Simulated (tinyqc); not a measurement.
## Free and trapped electrons in a MOS channel with a dense trap tail: effect of the temperature

p-type body, charge-sheet picture, full ionisation (an idealisation for deep acceptors), Boltzmann statistics for free electrons. e = Ec - EF at the surface. Acceptor-like traps of density D(E) = D0 + De exp(-E/Ew) at depth E below Ec, from 0 to Eu, hold n_t = integral of D(E)/(1 + exp((e - E)/Vt)). psi = Eg - Vt ln(Nv/Na) - e; N_dep = sqrt(2 eps0 eps_r Na (psi - Vt)/q); n_f = sqrt(N_dep^2 + 2 eps0 eps_r Vt Nc exp(-e/Vt)/q) - N_dep; Vg = Vfb + psi + q (N_dep + n_t + n_f)/Cox, Cox = eps0 eox/tox.

Nc and Nv are given at 300 K and scale as (T/300 K)^1.5; Eg, Vfb and mf are held fixed. VT is the Vg for n_f = 1e11 cm^-2; swing ln 10 n_f/(dn_f/dVg) at n_f = 1e8 cm^-2; the last three columns are for Vg = VT + 2.1 V, with free share n_f/(n_f + n_t) and field-effect mobility mf q (dn_f/dVg)/Cox; there EF is near the band edge, where Boltzmann statistics are rough.

Values chosen for this exercise; band and dielectric values close to those of 4H silicon carbide:
- Eg = 3.31 eV (band gap)
- eps_r = 9.65 (relative permittivity)
- Nc = 1.67e19 cm^-3 (conduction-band density of states at the reference temperature)
- Nv = 2.47e19 cm^-3 (valence-band density of states at the reference temperature)
- eox = 3.9 (relative permittivity of the insulator)
- tox = 26 nm (insulator thickness)
- Na = 1.8e16 cm^-3 (acceptor density)
- Vfb = -2.12 V (flat-band voltage without trapped charge)
- D0 = 1.2e10 cm^-2 eV^-1 (constant background density of acceptor-like traps)
- De = 4.7e13 cm^-2 eV^-1 (density of the tail at the conduction edge)
- Ew = 0.07 eV (decay energy of the tail)
- Eu = 0.8 eV (depth below Ec down to which the traps reach)
- mf = 170 cm^2/(V s) (mobility of free electrons)

Constants: q = 1.602176634e-19 C, kB = 1.380649e-23 J/K, Vt = kB T/q, eps0 = 8.8541878128e-14 F/cm where lengths are in cm. Results are converted to the units shown.

Effect of the temperature:
columns A: T (K); B: e at VT (eV); C: VT (V); D: q n_t/Cox at VT (V); E: swing (mV/decade); F: n_f (cm^-2); G: free share (%); H: field-effect mobility (cm^2/(V s))
```
A          B      C       D      E         F      G      H
200  0.03988  4.467   2.374  299.3  8.444e11  22.41  116.2
250  0.06207  3.861   1.835  217.0  7.373e11  22.25  94.91
300  0.08652  3.343   1.389  164.1  7.078e11  24.11  85.30
350   0.1129  2.915   1.036  135.5  7.172e11  27.24  82.14
400   0.1409  2.567  0.7655  123.8  7.483e11  31.21  82.34
450   0.1704  2.283  0.5625  122.5  7.922e11  35.75  84.37
500   0.2013  2.049  0.4123  127.5  8.435e11  40.60  87.39
550   0.2333  1.854  0.3024  135.9  8.985e11  45.57  90.93
```

As T goes from 200 to 550, VT falls from 4.47 to 1.85 V, its part due to traps falls from 2.37 to 0.302 V, the swing goes from 299 through a minimum of 123 (at T = 450 among the rows listed) to 136 mV/decade and the field-effect mobility goes from 116 through a minimum of 82.1 (at T = 350 among the rows listed) to 90.9 cm^2/(V s). On heating the same n_f is reached with EF deeper in the gap, where fewer tail states are filled.

tinyqc, about 0.02 s, one thread, Intel Xeon 2.30GHz (shared host): `OMP_NUM_THREADS=1 python tinyqc.py 2222136 2222137 out.jsonl`
